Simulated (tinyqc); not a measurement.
# Doping and flat-band voltage from the body effect

Problem. VT = Vfb + 2 phiF + gamma sqrt(2 phiF + Vsb), phiF = Vt ln(Na/ni), gamma = sqrt(2 q eps0 eps_r Na)/Cox, Cox = eps0 eox/tox. Find Na, gamma and Vfb from two thresholds.

Parameters, values chosen for the exercise; material values close to those of silicon: temperature T = 300 K; relative permittivity of the semiconductor eps_r = 11.6; relative permittivity of the gate insulator eox = 3.99; insulator thickness tox = 8.7 nm.

Constants: q = 1.602176634e-19 C, kB = 1.380649e-23 J/K, Vt = kB T/q, eps0 = 8.8541878128e-14 F/cm where lengths are in cm. Results are converted to the units shown.

VT at Vsb = 0 and 0.7 V (V): 0.27800281  0.43172889
ni = 1.5693288e10 cm^-3

Answer. The difference of the thresholds, gamma [sqrt(2 phiF + Vsb) - sqrt(2 phiF)], holds no Vfb and rises with Na, so it has one root; Vfb then follows from the first threshold.

Na = 1.100e17 cm^-3
gamma = 0.4686 V^0.5
Vfb = -0.9600 V

Computed by the program tinyqc: `OMP_NUM_THREADS=1 python tinyqc.py 2360013 2360014 out.jsonl`, one thread of a shared Intel Xeon 2.30GHz, about 0.04 s for the whole run.
